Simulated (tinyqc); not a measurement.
# Trap density from two Hall measurements

Inverse problem. p-type body, charge-sheet picture, full ionisation (an idealisation for deep acceptors), Boltzmann statistics for free electrons. e = Ec - EF at the surface. psi = Eg - Vt ln(Nv/Na) - e; N_dep = sqrt(2 eps0 eps_r Na (psi - Vt)/q); n_f = sqrt(N_dep^2 + 2 eps0 eps_r Vt Nc exp(-e/Vt)/q) - N_dep; Vg = Vfb + psi + q (N_dep + n_t + n_f)/Cox, Cox = eps0 eox/tox. Find e and n_t at both points and the mean trap density between them.

Inputs (values chosen for the exercise); band and dielectric values close to those of 4H silicon carbide:
- T = 475 K (temperature)
- Eg = 3.25 eV (band gap)
- eps_r = 9.89 (relative permittivity)
- Nc = 3.39e19 cm^-3 (conduction-band density of states at T)
- Nv = 4.92e19 cm^-3 (valence-band density of states at T)
- eox = 3.9 (relative permittivity of the insulator)
- tox = 30 nm (insulator thickness)
- Na = 1.2e16 cm^-3 (acceptor density)
- Vfb = -2.57 V (flat-band voltage without trapped charge)

Constants: q = 1.602176634e-19 C, kB = 1.380649e-23 J/K, Vt = kB T/q, eps0 = 8.8541878128e-14 F/cm where lengths are in cm. Results are converted to the units shown.

Vg (V): 1.1320237  1.4838768
free sheet density from the Hall effect (cm^-2): 7.7291037e9  4.4005178e10

Answer. Each n_f fixes e; what the gate voltage holds beyond psi, N_dep and n_f is trapped; the difference quotient is the density, smeared over a few Vt.

e (eV): 0.304  0.231
n_t (cm^-2): 2.00e11  3.56e11
mean trap density = 2.14e12 cm^-2 eV^-1

Program tinyqc, `OMP_NUM_THREADS=1 python tinyqc.py 2222017 2222018 out.jsonl`; Intel Xeon 2.30GHz, shared host, one thread, about 0.02 s.
